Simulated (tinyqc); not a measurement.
Schottky diode by thermionic emission with image-force lowering and series resistance: two steps of the calculation.

Metal on an n-type semiconductor with one parabolic valley; V > 0 is forward bias (metal positive). I = I0 [exp(Vj/(n Vt)) - 1] with Vj = V - I Rs; I0 = S A* T^2 exp(-(phi - dphi)/Vt), the lowering dphi taken at zero bias.

Values chosen for this exercise; band and dielectric values close to those of In0.53Ga0.47As:
```
symbol,value,unit,meaning
T,300,K,temperature
me,0.0415,m0,electron mass
eps_r,13.6,,relative permittivity
phi,0.4,eV,barrier height seen from the metal
Nd,2.7e15,cm^-3,donor density
S,6.7e-5,cm^2,area
n,1.2,,ideality factor
Rs,3.2,ohm,series resistance
```

Constants: q = 1.602176634e-19 C, kB = 1.380649e-23 J/K, h = 6.62607015e-34 J s, m0 = 9.1093837015e-31 kg, Vt = kB T/q, eps0 = 8.8541878128e-14 F/cm where lengths are in cm. Results are converted to the units shown.

Task 1. Saturation current. A* = 4 pi q me m0 kB^2/h^3 (times 1e-4 for A/(cm^2 K^2)); Nc = 2 (2 pi me m0 kB T/h^2)^1.5 (times 1e-6 for cm^-3); xi = Vt ln(Nc/Nd), Vbi = phi - xi; surface field Em = sqrt(2 q Nd (Vbi - V - Vt)/(eps0 eps_r)); dphi = sqrt(q Em/(4 pi eps0 eps_r)). Here V = 0 in Em.

Find: A*; Nc; Vbi; Em; dphi; I0.

Result 1.

A* = 4.9872 A/(cm^2 K^2)
Nc = 2.1215e17 cm^-3
Vbi = 0.28718 V
Em = 13.703 kV/cm
dphi = 12.045 meV
I0 = 9.1373e-6 A

The lowering raises I0 by a factor of 1.59.

Task 2. Current and small-signal resistance. I = I0 [exp(Vj/(n Vt)) - 1], dV/dI = Rs + n Vt/(I + I0).

I0 = 9.1372655e-6 A
converged Vj = 0.28077496 V

Find: I; drop over Rs; dV/dI.

Result 2.

I = 77.883 mA
drop over Rs = 0.24923 V
dV/dI = 3.5983 ohm

Computed by the program tinyqc: `OMP_NUM_THREADS=1 python tinyqc.py 2640135 2640136 out.jsonl`, one thread of a shared Intel Xeon 2.30GHz, about 0.01 s for the whole run.
